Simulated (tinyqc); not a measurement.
# Changing the pipe length l

Model: gas flow in a process chamber: flow regimes, conductance, effective pumping speed, pump-down, outgassing and purge. Computed by tinyqc, a small Python program. Command: `OMP_NUM_THREADS=1 python tinyqc.py 3120709 3120710 out.jsonl pump sweep`. One thread of a shared host (Intel(R) Xeon(R) Processor @ 2.30GHz), about 0.01 s of CPU time with the checks.

Ideal gas, isothermal flow, a pump of constant speed at the end of a round pipe; process gas, volume gas and outgassing are given the same properties. 1 sccm = 101325 Pa x 1e-6 m^3/60 s x T/273.15 K.

Inputs (values chosen for the exercise, modelled on water vapour near room temperature):
```
quantity            value           unit
molar mass M        18.02          g/mol
molecular diameter   0.46             nm
viscosity eta         9.9  micropascal s
temperature T         350              K
chamber volume V       79              L
pipe diameter d        16             cm
pump speed S          100            L/s
process gas flow       19           sccm
```

Constants: k_B = 1.380649e-23 J/K; u = 1.6605390666e-27 kg.

Method:
- Mean speed c = sqrt(8 k_B T/(pi m)); aperture conductance C_a = c pi d^2/16; molecular pipe C_m = C_a/(1 + 3 l/(4 d)) (Dushman form); viscous pipe C_v = pi d^4 p_mean/(128 eta l); Knudsen interpolation C = C_v + C_m (1 + x)/(1 + 1.24 x), x = d p_mean sqrt(m/(k_B T))/eta.
- Effective speed 1/S_eff = 1/S + 1/C_m; time constant V/S_eff; pressure at which the free path k_B T/(sqrt2 pi d_m^2 p) equals d.
- Steady flow: the pump inlet is at p_2 = Q/S, and the chamber pressure p_1 solves Q = C((p_1 + p_2)/2) (p_1 - p_2). Residence time = p_1 V/Q.
- Knudsen number = free path at the mean pressure over d.

One run for each value:
```
pipe length l (cm)  C_m (L/s)  S_eff in molecular flow (L/s)  chamber pressure p_1 (Pa)
2                      2947.1                         96.718                    0.41228
4.3                    2682.7                         96.406                    0.41345
9.5                    2230.2                         95.709                    0.41576
21                     1624.4                         94.201                    0.42019
45                     1036.7                         91.202                    0.42855
97                      581.1                         85.318                    0.44565
210                     297.3                         74.827                    0.48113
460                     142.9                         58.825                    0.55447
1000                     67.3                         40.238                    0.69538
```

Over the rows, C_m (L/s) falls from 2950 to 67.3 (exponent d ln y / d ln x -0.12 between the first rows and -0.97 between the last); S_eff in molecular flow (L/s) falls from 96.7 to 40.2 (exponent d ln y / d ln x -0.0042 between the first rows and -0.49 between the last); chamber pressure p_1 (Pa) rises from 0.412 to 0.695 (exponent d ln y / d ln x 0.0037 between the first rows and 0.29 between the last).
